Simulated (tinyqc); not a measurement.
Free-carrier optics of a doped semiconductor (Drude model with one polar phonon): one step. Optical constants. Two cases, with inputs chosen for the exercise.

Task: Convert eps at the photon energy E (in meV) into the optical constants.

n + i k = sqrt(eps1 + i eps2) with k >= 0; R = ((n - 1)^2 + k^2)/((n + 1)^2 + k^2) at normal incidence from vacuum; alpha = 2 E k/(hbar c), times 1e8 for 1/cm; loss function Im(-1/eps) = eps2/(eps1^2 + eps2^2).

Constants: hbar c = 1973.269805 eV angstrom.

Case 1.

Values chosen (out of a larger set: mass and dielectric values near those of SiC; N and mu are free inputs; interband absorption and the rise of the mass with filling are left out; not measured data): E = 23.6 meV (photon energy).

eps = 8.508030+0.773494i

Case 2.

Values chosen (out of a larger set: mass and dielectric values near those of InSb; N and mu are free inputs; interband absorption and the rise of the mass with filling are left out; not measured data): E = 19.5 meV (photon energy).

eps = 12.378001+3.334023i

Give: n; k; R; alpha.

Result:

Case 1.

n = 2.9199
k = 0.1325
R = 0.2407
alpha = 317 1/cm

Light of this energy penetrates 1/alpha = 31.6 micrometre.

Case 2.

n = 3.5494
k = 0.4697
R = 0.3213
alpha = 928 1/cm

Light of this energy penetrates 1/alpha = 10.8 micrometre.

Computed by tinyqc, one run a case: `OMP_NUM_THREADS=1 python tinyqc.py N N+1 out.jsonl` with N = 1650914, 1650958; one thread of a shared Intel(R) Xeon(R) Processor @ 2.30GHz, about 0.01 s a run at most.
